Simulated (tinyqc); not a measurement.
Vacuum evaporation: vapour pressure, source flux, thickness distribution, purity and step coverage: one step, computed by the program tinyqc. Command: `OMP_NUM_THREADS=1 python tinyqc.py 3112137 3112138 out.jsonl evap walk`. One thread of a shared host (Intel(R) Xeon(R) Processor @ 2.30GHz), about 0.01 s of CPU time with the checks.

Molecular flow, unit sticking of the metal, no re-evaporation. The background gas is taken as water vapour (18.015 g/mol, collision diameter 0.37 nm) at 300 K.

Question. Rate and uniformity on a fixed wafer above the source. A small source emits (n + 1) Phi area cos^n(phi)/(2 pi) per solid angle; on a parallel plane at height h and lateral distance l the arrival rate is (n + 1) Phi area/(2 pi h^2) x (1 + (l/h)^2)^(-(n + 3)/2). Growth rate = arrival rate x m/rho, m = M u. The wafer is fixed and centred above the source.

Inputs (values chosen for the exercise, modelled on germanium, with constants for the liquid):
```
quantity                    value    unit
molar mass M                72.63   g/mol
film density rho             5.32  g/cm^3
source temperature T         1550       K
source area                   2.8    cm^2
directionality n                1       -
source-to-wafer distance h     58      cm
wafer radius R                 10      cm
```

flux Phi = 1.894963e+17 1/(cm^2 s)

Constants: u = 1.6605390666e-27 kg.

Give: arrival rate at the centre; growth rate at the centre; edge over centre; non-uniformity (max - min)/(max + min); share of the material that lands on the wafer, 1 - (1 + (R/h)^2)^(-(n + 1)/2).

Answer.

arrival rate at the centre = 5.0206e+13 1/(cm^2 s)

growth rate at the centre = 0.011382 nm/s

edge over centre = 0.94310

non-uniformity (max - min)/(max + min) = 2.9285 %

share of the material that lands on the wafer, 1 - (1 + (R/h)^2)^(-(n + 1)/2) = 2.8868 %
